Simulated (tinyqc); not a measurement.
Thin-film transistor with exponential tail and deep states, accumulation layer: one step of the calculation.

An undoped film in accumulation, thicker than the space-charge layer. With band bending psi the Fermi level lies E0 - psi below the band edge. Free electrons n = n0 exp(psi/Vt) carry the current; electrons in two exponential distributions of traps, a = a0 exp(psi/Va) and d = d0 exp(psi/Vp), do not. Linear regime, ohmic contacts, traps in equilibrium.

Task. Surface potential by Newton steps. Va = kB Tt/q, Vp = kB Td/q. G(psi) = sum over the three kinds of c0 [V (exp(psi/V) - 1) - psi], field F = sqrt(2 q G/(eps0 eps_r)); Vg = psi + eps0 eps_r F/Ci at the surface. f = psi + eps0 eps_r F/Ci - Vg, f' = 1 + q rho/(Ci F) with rho = sum c0 (exp(psi/V) - 1); psi(new) = psi - f/f'.

Parameters, values chosen for the exercise; values close to those of amorphous silicon: temperature T = 250 K; relative permittivity of the semiconductor eps_r = 11.8; characteristic temperature of the tail Tt = 320 K; characteristic temperature of the deep states Td = 1140 K; gate capacitance Ci = 20 nF/cm^2; gate voltage above flat band Vg = 14 V.

Constants: q = 1.602176634e-19 C, kB = 1.380649e-23 J/K, Vt = kB T/q, eps0 = 8.8541878128e-14 F/cm where lengths are in cm. Results are converted to the units shown.

psi at the start = 0.67 V
n0 = 1.5543406e7 cm^-3
a0 = 6.5198434e10 cm^-3
d0 = 9.2487376e14 cm^-3

Find: F; f; f'; psi after iteration 1.

Result.

F = 4793.7 kV/cm
f = 237.09 V
f' = 4720.5
psi after iteration 1 = 0.61977 V

Computed by the program tinyqc: `OMP_NUM_THREADS=1 python tinyqc.py 2610043 2610044 out.jsonl`, one thread of a shared Intel Xeon 2.30GHz, about 0.02 s for the whole run.
